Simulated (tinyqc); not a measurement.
A ladder of methods, and size consistency: correlation methods against full CI in the sto-6g basis, for H2, spin multiplicity 1. Computed by the program tinyqc with PySCF. 

Geometry (angstrom):
```
atom       x       y       z
H     0.0000  0.0000  0.0000
H     0.0000  0.0000  0.8360
```

RHF energy of one = -1.113358 hartree

All electrons correlated; +Q is the Davidson correction (1 - c0^2) E_corr. The last columns treat two copies 100 angstrom apart as one system. FCI is the lowest singlet.

Correlation energies (hartree):
```
method   E_corr of one  share of FCI (%)  E_corr of two at 100 angstrom  two minus twice one (mhartree)
MP2           -0.01560            61.893                       -0.03119                           0.000
CISD          -0.02520           100.000                       -0.04953                           0.868
CISD+Q        -0.02565           101.783                       -0.05120                           0.089
CCSD          -0.02520           100.000                       -0.05040                           0.000
CCSD(T)       -0.02520           100.000                       -0.05040                           0.000
FCI           -0.02520           100.000                              -                               -
```

MP2 recovers 62 %, CISD 100.0 % and CCSD 100.0 % of the FCI value (c0^2 = 0.982 in CISD). MP2 and coupled cluster are size consistent, so their last column vanishes; CISD loses 0.87 mhartree, since a double excitation on each copy is a quadruple of the pair, and the Davidson correction leaves +0.09. With two electrons, or one virtual orbital, CISD and CCSD are exact for one copy, so +Q overshoots there.
